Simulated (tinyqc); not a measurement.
Inside a calculation. Model: capacitance measurement on a leaky thin oxide: effects of series resistance and leakage.

Computed by the program tinyqc: `OMP_NUM_THREADS=1 python tinyqc.py 2022059 2022060 out.jsonl`, one thread of a shared Intel Xeon 2.30GHz, about 0.01 s for the whole run. Printed values are rounded.

The device is a capacitance C in parallel with a leakage conductance G, in series with Rs and Ls. An impedance meter reports either a parallel pair (Cp, Gp) from Y = 1/Z = Gp + i w Cp or a series pair (Cs, Rm) from Z = Rm + 1/(i w Cs); w = 2 pi f, dissipation D = Gp/(w |Cp|).

Parameters, values chosen for the exercise; values of the order met in thin-oxide MOS capacitors: relative permittivity of the gate insulator (close to silicon nitride) eox = 7.56; insulator thickness tox = 5.4 nm; gate area A = 400 um^2; oxide-equivalent thickness added by the accumulation layer zc = 0.35 nm; oxide-equivalent thickness added by gate depletion zp = 0 nm; gate leakage current density, not matched to the thickness Jg = 0.39 A/cm^2; voltage for an e-fold rise of the leakage Vs = 0.41 V; series resistance Rs = 330 ohm; series inductance Ls = 31 nH; measuring frequency f = 1e5 Hz.

Constants: eps0 = 8.8541878128e-14 F/cm where lengths are in cm. Results are converted to the units shown.

## True capacitance and conductance

EOT = 3.9 tox/eox; CET = EOT + zc + zp; C = 3.9 eps0 A/CET; G = Jg A/Vs.

EOT = 2.785714 nm
CET = 3.135714 nm
C = 4.404908 pF
G = 3.804878 uS

## What the meter reports

Z = Rs + i w Ls + 1/(G + i w C).

Z = (1.722073-1.250243i) x 1e5 ohm
Cp = 4.393863 pF
Gp = 3.802625 uS
Cs = 12.72992 pF
D = 1.377391

Cp is 0.25 % below C and Cs is 2.89 times it; G Rs = 0.00126, w C Rs = 9.13e-4 and G/(w C) = 1.37.
